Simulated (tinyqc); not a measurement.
Dopants and charged point defects at anneal temperature: Fermi-level effect, clustering and pairing: one step, computed by the program tinyqc.

Boltzmann statistics and full ionisation of active dopants. Energies are counted from the valence band; the defect (a vacancy or self-interstitial) has five charge states, with all degeneracy factors one.

Problem. Active and clustered dopant. p = A/2 + sqrt(A^2/4 + n_i^2) for an active density A. k ionised dopants and k carriers form one neutral cluster: C = N_s (A/N_s)^k (p/N_b)^k exp(E_b/k_B T), N_b the effective density of states of the majority band, and N = A + k C (60 bisections in ln A between ln N - 90 and ln N).

Inputs (values chosen for the exercise, with bands modelled on InP):

| quantity | value | unit |
|---|---|---|
| anneal temperature T | 920 | K |
| total dopant density N | 1.1e+19 | cm^-3 |
| site density N_s | 4.2e+22 | cm^-3 |
| dopant atoms per cluster k | 2 | - |
| cluster binding energy E_b | 1.08 | eV |

Dopant: acceptor. Second part: clustering of the dopant.

E_g = 1.152031 eV

k_B T = 0.07927947 eV

n_i = 9.408531e+15 cm^-3

E_i = 0.6987206 eV

effective density of states N_b of the majority band = 6.325972e+19 cm^-3

Give: active density A; clusters C; active share.

Solution.

active density A = 4.9774e+18 cm^-3

clusters C = 3.0113e+18 cm^-3

active share = 0.45249

55 % of the dopant is lost to clusters.
